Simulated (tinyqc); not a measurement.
Phonon-assisted absorption at an indirect gap: sweeps and comparisons. A value that a table varies takes the place of the one given here.

alpha(E) = sum_j A_j [N_j (E - Eg + w_j)^2 + (N_j + 1)(E - Eg - w_j)^2], each bracket counted only where its base is positive; N_j = 1/(exp(w_j/kB T) - 1). The first term absorbs a phonon and the second emits one; excitons and direct transitions are left out.

Photodiode (Gaertner form with a dead layer): QE = (1 - R) exp(-alpha xj) [1 - exp(-alpha W)/(1 + alpha L)], R = ((nr - 1)/(nr + 1))^2; responsivity = QE/E in A/W for E in eV.

Constants: kB = 8.617333262e-05 eV/K.

Values chosen for the exercise (loosely those of SiC at room temperature; Eg is not tied to T; not measured data): Eg = 3.232 eV (indirect gap, held fixed unless listed); w = (70.5, 47.7) meV (two zone-edge phonons); A = (2500, 850) 1/(cm eV^2) (their strengths); T = 300 K; nr = 2.85 (refractive index); xj = 0.11 micrometre (dead layer at the surface); W = 6.2 micrometre (depleted width); L = 28 micrometre (minority diffusion length below it); E = 3.495 eV (photon energy).

## The square root of alpha at three temperatures

The gap is held fixed, so only the phonon occupations change.

sqrt(alpha) (1/cm^(1/2)):
```
E - Eg (eV)   150 K   300 K   600 K
-0.04         0.106   0.415   0.912
-0.02         0.210   0.754   1.619
0.00          0.321   1.110   2.355
0.02          0.433   1.471   3.099
0.04          0.546   1.834   3.847
0.07          0.973   2.483   5.043
0.10          2.314   3.695   6.633
0.15          5.135   6.497   9.984
0.20          8.028   9.532  13.650
0.30         13.851  15.762  21.271
0.45         22.605  25.210  32.921
0.60         31.366  34.691  44.650
```

Below the gap only phonon absorption acts: at E - Eg = -0.02 eV sqrt(alpha) is 0.210, 0.754 and 1.619 at 150, 300 and 600 K. A straight line through the last two rows meets the axis at E - Eg = +0.0630, +0.0512 and +0.0290 eV: the intercept is roughly a weighted mean of the thresholds, not the gap, and it moves from the emission side towards Eg as the occupations grow. At the last row alpha grows by a factor 2.03 from the lowest to the highest temperature at fixed gap.

## Spectral response

Response:
```
E (eV)  wavelength (nm)  alpha (1/cm)  1/alpha (micrometre)  dead layer  collected     QE    A/W
3.25                381          2.06              4.86e+03       1.000      0.007  0.005  0.002
3.29                377          4.78              2.09e+03       1.000      0.016  0.012  0.004
3.35                370          21.6                   463       1.000      0.070  0.054  0.016
3.43                361          88.5                   113       0.999      0.241  0.186  0.054
3.53                351           245                  40.9       0.997      0.490  0.376  0.106
3.68                337           629                  15.9       0.993      0.755  0.577  0.157
3.88                320      1.42e+03                  7.03       0.984      0.917  0.694  0.179
4.13                300      2.87e+03                  3.49       0.969      0.981  0.731  0.177
4.43                280      5.27e+03                  1.90       0.944      0.998  0.724  0.163
4.83                257      9.59e+03                  1.04       0.900      1.000  0.692  0.143
```

QE is highest, 0.731, at 4.13 eV of those listed and the responsivity at 3.88 eV; reflection alone caps QE at 0.769. Near the gap weak absorption limits it (collected share 0.007); at the top the dead layer passes 0.900. Far above the gap the quadratic law and a constant index are only rough.

## What moves the response

At the energy E. Each row changes one parameter from the base and keeps the others.

Results:
```
case                  alpha (1/cm)      QE
base                         180.8  0.3120
Eg = 3.212 eV                216.0  0.3491
T = 350 K                    203.1  0.3361
W = 12.4 micrometre          180.8  0.3603
L = 14 micrometre            180.8  0.2200
xj = 0.22 micrometre         180.8  0.3114
nr = 2.99                    180.8  0.3048
```

The largest shifts from the base row, up to three for each result and ties (the steps differ in size, so this ranks the rows, not the parameters). alpha (1/cm): Eg +35.2, T +22.3; unchanged at the printed digits by W, L, xj and nr. QE: L -0.0920, W +0.0483, Eg +0.0371.

Program tinyqc; command `OMP_NUM_THREADS=1 python tinyqc.py 1682519 1682520 out.jsonl`; about 0.01 s on one thread of a shared Intel(R) Xeon(R) Processor @ 2.30GHz.
